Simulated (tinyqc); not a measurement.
Inside a calculation. Model: pillar capacitor in an array: capacitance, non-linearity, leakage and relaxation.

Computed by the program tinyqc: `OMP_NUM_THREADS=1 python tinyqc.py 2102113 2102114 out.jsonl`, one thread of a shared Intel Xeon 2.30GHz, about 0.01 s for the whole run. Printed values are rounded.

A film between two metal electrodes, each interface adding a series capacitance ci. The small-signal permittivity is ek (1 + aq E^2); the field is found with the linear permittivity. Leakage J = J0 sinh(E/Ef). After a voltage step the film passes a relaxation current kr C V tt^(-nr), tt being the time in seconds. The sidewall is a coaxial capacitor with radii a = dm/2 and b = dm/2 + t, depth AR dm; the end face is left out.

Inputs (values chosen for the exercise); permittivity of the order of that of hafnium oxide:
- ek = 20 (relative permittivity of the film)
- t = 4.2 nm (film thickness)
- ci = 66 uF/cm^2 (capacitance of each electrode interface (dead layer and screening))
- aq = 0.0054 cm^2/MV^2 (quadratic field coefficient of the permittivity)
- V = 0.5 V (bias)
- J0 = 3.6e-10 A/cm^2 (leakage prefactor)
- Ef = 0.15 MV/cm (field for an e-fold rise of the leakage)
- dm = 26 nm (diameter of the pillar)
- AR = 30 (aspect ratio, depth over diameter)
- pt = 64 nm (pitch of the square array)
- rho = 200 uohm cm (resistivity of the inner electrode)

Constants: eps0 = 8.8541878128e-14 F/cm where lengths are in cm. Results are converted to the units shown.

## Planar capacitance, field and non-linearity

Planar film: Cf = eps0 ek/t, 1/C = 1/Cf + 2/ci, EOT = 3.9 eps0/C, effective permittivity C t/eps0, E = (V/t) C/Cf; quadratic coefficient [C(V)/C - 1]/V^2 with Cf (1 + aq E^2) in C(V).

Cf = 4.21628 uF/cm^2
C = 3.73861 uF/cm^2
EOT = 0.923640 nm
effective permittivity = 17.7342
E = 1.05561 MV/cm
quadratic coefficient = 21327.6 ppm/V^2
J = 2.04910e-7 A/cm^2

The interfaces take 11.3 % of the voltage.

## Cell capacitance, fields and time constant

Per length 1/c = ln(b/a)/(2 pi eps0 ek) + (1/a + 1/b)/(2 pi ci); cell capacitance c AR dm; per footprint over pt^2; fields c V/(2 pi eps0 ek r) at r = a and b; resistance of the inner electrode rho AR dm/(pi a^2); time constant R C/3 of the distributed line.

a = 13 nm
b = 17.2 nm
cell capacitance = 2.74469 fF
capacitance per footprint = 67.0090 uF/cm^2
field at a = 1.21637 MV/cm
field at b = 0.919352 MV/cm
R = 2.93825 kohm
R C/3 = 2.68819 ps

The array gives 17.9 times the planar capacitance per footprint; curvature makes the field at the inner electrode 1.15 times the planar value.
